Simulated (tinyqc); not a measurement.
Double quantum well by finite differences: one step. Lowest levels on the coarse grid. The numbers come from values chosen for the exercise (near those of an InGaAs well in InP).

diagonal H_ii (eV): 0.621922  0.629722  0.706718  0.667258  0.812601  0.820401  0.690658  0.814915  0.706258  0.851601  0.721858  0.776918  0.715522  0.723322

H_(i,i+1) (eV): -0.209311  -0.209311  -0.278507  -0.416050  -0.416050  -0.416050  -0.278507  -0.278507  -0.416050  -0.416050  -0.278507  -0.209311  -0.209311

Question. Diagonalise the symmetric tridiagonal matrix; give the three lowest levels and the weights u_i^2 (sum 1) of the two lowest.

Give: levels; weights on the points.

Answer.

levels (eV): 0.0468  0.1187  0.2719

weights on the points:
```
,1,2,3,4,5,6,7,8,9,10,11,12,13,14
level 1,0.001,0.007,0.042,0.177,0.241,0.233,0.165,0.048,0.039,0.028,0.015,0.003,0.000,0.000
level 2,0.001,0.004,0.018,0.054,0.047,0.017,0.000,0.036,0.227,0.297,0.235,0.055,0.009,0.001
```

tinyqc: `OMP_NUM_THREADS=1 python tinyqc.py 1251569 1251570 out.jsonl`; about 0.02 s, one thread, shared Intel(R) Xeon(R) Processor @ 2.30GHz.
